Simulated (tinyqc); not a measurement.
What moves the results: free and nearly free electrons in a metal. A value that a table varies takes the place of the one given here.

The cubic cell holds 2 atoms: n = 2 z/a^3, kF = (3 pi^2 n)^(1/3), EF = c kF^2/m, vF = 2 c kF/(m hbar), c = hbar^2/2m0; rs = (3/(4 pi n))^(1/3)/a0; D(EF) = 3 n/(2 EF).

Square wire of width w with grain size w: rho/rho0 = 1/(1 - 3 al/2 + 3 al^2 - 3 al^3 ln(1 + 1/al)) + (3/4) (1 - p) l/w, with al = (l/w) Rg/(1 - Rg) (Mayadas-Shatzkes plus the thick-wire form of Fuchs-Sondheimer); l = hbar kF/(n e^2 rho), e = 1.602176634e-19 C.

Constants: hbar^2/2m0 = 3.80998211 eV angstrom^2; hbar = 6.58211957e-16 eV s; a0 (Bohr radius) = 0.5291772105 angstrom.

Parameters, chosen for this exercise (near those of W, whose d bands this model ignores; not measured data):
- a = 3.173 angstrom (bcc lattice constant)
- z = 2 (free electrons an atom)
- m = 1.04 m0 (mass)
- rho = 5.32 micro-ohm cm (bulk resistivity)
- p = 0.2 (specularity of the surfaces)
- Rg = 0.17 (reflection at grain boundaries)
- w = 14 nm (wire width)

## Resistivity of narrow wires

Wires:

| w (nm) | al | grain term (factor - 1) | surface term | rho (micro-ohm cm) |
|---|---|---|---|---|
| 200 | 0.010 | 0.015 | 0.029 | 5.55 |
| 100 | 0.020 | 0.029 | 0.057 | 5.78 |
| 50 | 0.039 | 0.058 | 0.115 | 6.24 |
| 30 | 0.065 | 0.096 | 0.191 | 6.84 |
| 20 | 0.098 | 0.143 | 0.286 | 7.60 |
| 14 | 0.140 | 0.202 | 0.409 | 8.57 |
| 10 | 0.196 | 0.281 | 0.573 | 9.86 |
| 7 | 0.279 | 0.397 | 0.818 | 11.79 |

l = 9.55 nm

What does this show, and why?

At 7 nm the resistivity is 2.22 times the bulk value; surfaces add more (0.40 from grains, 0.82 from surfaces). It passes twice the bulk value between 10 and 7 nm. The surface formula is meant for w above l = 10 nm, so the rows below that are rough.

## What sets the wire resistivity

All results formed anew. Each row changes one parameter from the base and keeps the others.

Results:

| case | EF (eV) | l (nm) | wire rho (micro-ohm cm) |
|---|---|---|---|
| base | 8.775 | 9.55 | 8.571 |
| a = 3.268 angstrom | 8.273 | 10.13 | 8.768 |
| m = 1.248 m0 | 7.313 | 9.55 | 8.571 |
| rho = 6.384 micro-ohm cm | 8.775 | 7.95 | 9.640 |
| p = 0.5 | 8.775 | 9.55 | 7.755 |
| Rg = 0.119 | 8.775 | 9.55 | 8.211 |
| w = 9.8 nm | 8.775 | 9.55 | 9.952 |

What can be read from the table?

The largest shifts from the base row, up to three for each result and ties (the steps differ in size, so this ranks the rows, not the parameters). EF (eV): m -1.463, a -0.503; unchanged at the printed digits by rho, p, Rg and w. l (nm): rho -1.59, a +0.58; unchanged at the printed digits by m, p, Rg and w. wire rho (micro-ohm cm): w +1.381, rho +1.068, p -0.816; unchanged at the printed digits by m. The mass drops out of l at given rho, because vF falls and tau rises by the same factor.

Program tinyqc; command `OMP_NUM_THREADS=1 python tinyqc.py 1682438 1682439 out.jsonl`; about 0.01 s on one thread of a shared Intel(R) Xeon(R) Processor @ 2.30GHz.
